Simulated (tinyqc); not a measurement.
Ion-assisted plasma etching: sheath, surface coverage, synergy and aspect-ratio dependence: one step, computed by the program tinyqc.

Radicals adsorb on bare sites; ions remove covered sites with a high yield and bare sites by sputtering; a slow spontaneous reaction acts everywhere, walls included.

Task: Open-field etch rate. Steady coverage: s G_n (1 - theta) = x Y G_i theta; removal flux = Y G_i theta + Y_p G_i (1 - theta) + k_c G_n; rate = flux/N, 1 cm/s = 6e8 nm/min. Lateral rate = k_c G_n/N; anisotropy = 1 - lateral/vertical; synergy = vertical/(ions alone + radicals alone), with ions alone Y_p G_i/N and radicals alone the lateral rate.

Inputs (values chosen for the exercise, close to those used for silicon dioxide in a fluorocarbon plasma): gas temperature T_g = 300 K; sticking coefficient s = 0.22; radicals per removed unit x = 4; spontaneous reaction probability k_c = 5.2e-06; solid density N = 2.2e+22 1/cm^3.

Feature: round hole.

yield Y = 0.4818502

sputter yield Y_p = 0.03354502

ion flux G_i = 2.020238e+16 1/(cm^2 s)

radical flux G_n = 1.810618e+16 1/(cm^2 s)

Give: coverage theta; vertical rate; lateral rate; anisotropy; synergy.

Result:

coverage theta = 0.09281

vertical rate = 41.41 nm/min

lateral rate = 0.002568 nm/min

anisotropy = 0.9999

synergy = 2.240

The surface is nearly bare: radicals limit the ion-assisted part, and sputtering gives 40 % of the rate.
